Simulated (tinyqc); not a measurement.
Threshold-voltage variability of a planar MOSFET, analytic estimates: course of the iteration: margin in standard deviations for the wanted yield.

Three independent sources add in quadrature: random dopants in the depleted layer, metal-gate grains of two orientations, and roughness of the two gate edges acting through the roll-off VT = VT(long) - Vr exp(-L/l). These are first-order estimates: no three-dimensional electrostatics, no percolation.

Cells fail independently with probability Q(k) = erfc(k/sqrt(2))/2 when the margin is k standard deviations, and Y = exp(-Nb Q(k)). phi = exp(-k^2/2)/sqrt(2 pi). Newton steps on ln Q(k) = ln(-ln(Y)/Nb): k(new) = k + [ln Q - ln(-ln(Y)/Nb)] Q/phi.

Stop when k changes by less than 1e-9, or after 30 iterations.

Parameters, values chosen for the exercise: number of cells Nb = 1048576; wanted yield Y = 0.999.

k at the start = 2

Course of the iteration:

| iteration | k | \|change\| |
|---|---|---|
| 1 | 9.15781 | 7.16 |
| 2 | 6.53408 | 2.62 |
| 3 | 6.02589 | 0.508 |
| 4 | 6.00546 | 0.0204 |
| 5 | 6.00543 | 3.30e-5 |
| 6 | 6.00543 | 8.65e-11 |

Did this iteration meet its convergence test, and what does its course show?

Yes. Converged in 6 iterations. At the end the number of correct digits about doubles with each step. With s(dVT) = 27.8 mV, 6.01 standard deviations are 167 mV.

Range of the model: The depletion depth exceeds L, so source and drain share much of the charge and the dopant estimate is rough. gI s exceeds 0.2, so the linear formula for the current mismatch is only a rough guide.

tinyqc, about 0.01 s, one thread, Intel Xeon 2.30GHz (shared host): `OMP_NUM_THREADS=1 python tinyqc.py 2090065 2090066 out.jsonl`
